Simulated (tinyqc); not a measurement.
Inside a calculation. Model: Bloch-Grueneisen resistivity of a metal. Computed by tinyqc, a small Python program that keeps every step. Command: `OMP_NUM_THREADS=1 python tinyqc.py 3009968 3009969 out.jsonl bg walk`. One thread of a shared host (Intel(R) Xeon(R) Processor @ 2.30GHz), about 0.01 s of CPU time with the checks. Intermediate numbers are printed to about 6 digits and carried at full precision; extremes and crossings named in words are read from the listed rows.

Electrons scatter from a Debye spectrum of phonons (n = 5 for scattering within one band, n = 3 for scattering into a second, heavy band) and from static defects.

Inputs (values chosen for the exercise, modelled on gold):
```
quantity                      value         unit
exponent n                        5            -
Debye temperature Theta         171            K
transport coupling lambda_tr   0.15            -
Drude plasma energy hbar w_p    8.7           eV
residual resistivity rho_0      1.3  microohm cm
temperature T                   120            K
```

Addition: none.

Constants: k_B = 1.380649e-23 J/K; hbar = 1.054571817e-34 J s; eps_0 = 8.8541878128e-12 F/m; hbar = 6.582119569e-16 eV s; k_B = 8.617333262e-05 eV/K.

## Scale of the phonon resistivity

rho_ph = (n - 1) rho_1 (T/Theta)^n J_n(Theta/T), with rho_1 = 2 pi lambda_tr k_B Theta/(hbar eps_0 w_p^2), the high-temperature line at T = Theta.

rho_1 = 1.36401 microohm cm

## The integral and the phonon part

J_n(y) = int_0^y x^n e^x/(e^x - 1)^2 dx, by 96 Gauss-Legendre points (upper limit at most 60).

Theta/T = 1.425

J_n = 0.922882

phonon resistivity rho_ph = 0.856941 microohm cm

This is 89.5 % of the straight line rho_1 T/Theta.

## Total resistivity and derived numbers

Matthiessen's rule: rho = rho_0 + rho_ph. Temperature coefficient (1/rho) d rho/dT by a central difference of +/- 0.5 K; residual ratio rho(295 K)/rho(4.2 K); scattering time tau = 1/(eps_0 w_p^2 rho); Wiedemann-Franz kappa = L_0 T/rho, L_0 = (pi^2/3)(k_B/e)^2.

resistivity rho = 2.15694 microohm cm

temperature coefficient = 4.02949 1e-3/K

residual resistance ratio = 2.77671

scattering time = 29.9713 fs

Wiedemann-Franz conductivity = 135.915 W/(m K)

The coefficient is 0.484 times 1/T; the temperature-independent part dilutes it.

## Limits of the phonon part

Low T: (n - 1) n! zeta(n) rho_1 (T/Theta)^n. High T: rho_1 (T/Theta) [1 - (n - 1)/(12 (n + 1)) (Theta/T)^2].

Resistivities (microohm cm):
```
T (K)       rho_ph    low-T law  straight line  line with correction  total rho
5.1    1.60206e-05  1.60206e-05        0.04068                     -    1.30002
8.6    2.18417e-04  2.18434e-04        0.06860                     -    1.30022
14.0   2.45448e-03  2.49728e-03        0.11167                     -    1.30245
21.0   1.56987e-02  1.89638e-02        0.16751                     -    1.31570
34.0   8.62841e-02  2.10971e-01        0.27121                     -    1.38628
60.0   3.14727e-01  3.61064e+00        0.47860               0.26263    1.61473
86.0   5.55146e-01  2.18434e+01        0.68600               0.53532    1.85515
140.0  1.02912e+00  2.49728e+02        1.11674               1.02418    2.32912
210.0  1.61490e+00  1.89638e+03        1.67510               1.61340    2.91490
340.0  2.67432e+00  2.10971e+04        2.71207               2.67396    3.97432
```

The low-T law holds to 10 % up to 14 K, the straight line from 140 K on. The local exponent of rho_ph falls from 5.00 to 1.05. Phonons overtake the residual resistivity between 140 and 210 K.

Checks made by the program: J_n at large argument against n! zeta(n) (relative difference below 1e-10).
